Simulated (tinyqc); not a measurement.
Local against global planarity over time: chemical-mechanical planarisation: Preston law, pattern density and step-height reduction. Computed by tinyqc, a small Python program. Command: `OMP_NUM_THREADS=1 python tinyqc.py 3010636 3010637 out.jsonl cmp walk`. One thread of a shared host (Intel(R) Xeon(R) Processor @ 2.30GHz), about 0.01 s of CPU time with the checks.

A row of 10 cells, repeated periodically, holds raised features that cover a share rho of each cell.

Inputs (values chosen for the exercise, close to those used for copper polishing):
```
quantity                        value  unit
Preston coefficient K           6e-14  1/Pa
pressure P                         14   kPa
platen and carrier speed           40   rpm
distance between the centres       18    cm
initial step height h0            420    nm
contact height h_c                 80    nm
film above the raised areas z0    690    nm
cell size                        0.93    mm
planarisation length              2.5    mm
```

local pattern densities, cell by cell: 0.4  0.1  0.25  0.25  0.1  0.1  0.9  0.3  0.7  0.2

Method:
- With equal rotation speeds the relative speed is uniform, v = omega r_c; Preston rate R0 = K P v.
- The stiff pad averages the density: rho_eff(i) = sum_j w_ij rho_j / sum_j w_ij, w = exp(-2 d^2/L^2), L the planarisation length and d the distance between cell centres, summed over all periodic images of cell j.
- While h > h_c only raised areas polish, at R0/rho_eff, until t_c = rho_eff (h0 - h_c)/R0. After that h = h_c exp(-(t - t_c)/tau), tau = rho_eff h_c/R0; low areas polish at R0 (1 - h/h_c) and raised areas at R0 [1 + (1 - rho_eff) h/(rho_eff h_c)]. Removed from raised areas after t_c: h0 - h_c + R0 (t - t_c) + (1 - rho_eff)(h_c - h); from low areas: R0 (t - t_c) - rho_eff (h_c - h). Film left = z0 less the removal from raised areas.
- Times are multiples of h0/R0; the range is the largest minus the smallest removal from raised areas.

effective densities: 0.296578  0.241733  0.215266  0.206744  0.235134  0.333350  0.449071  0.492244  0.454140  0.375740

blanket rate R0 = 0.633345 nm/s

Steps and range (nm):
```
multiple   t (s)  largest step  smallest step  range across the row  mean removal from raised areas
0.10        66.3        334.68         216.85                117.83                          140.13
0.20       132.6        249.35          34.93                218.81                          277.41
0.30       198.9        164.03           2.76                201.01                          371.39
0.45       298.4         46.18           0.06                143.31                          463.61
0.60       397.9          9.33           0.00                124.64                          532.23
0.80       530.5          1.10           0.00                120.47                          617.28
1.00       663.1          0.13           0.00                119.98                          701.39
1.30       862.1          0.01           0.00                119.91                          827.40
1.70      1127.3          0.00           0.00                119.91                          995.40
```

Local steps shrink to 0.01 nm or less, but the range across the row reaches up to 218.8 nm among these rows and ends at 119.9 nm, against the limit (largest - smallest rho_eff) h0 = 119.9 nm: once flat, all cells polish alike and the difference stays. Evener density (dummy fill), a longer planarisation length or a smaller initial step reduces it. Caution: in the last rows the removal passes z0 somewhere, so they describe a thicker film than the one given.

Extremes, crossings and ranges named in words are read from the listed rows.
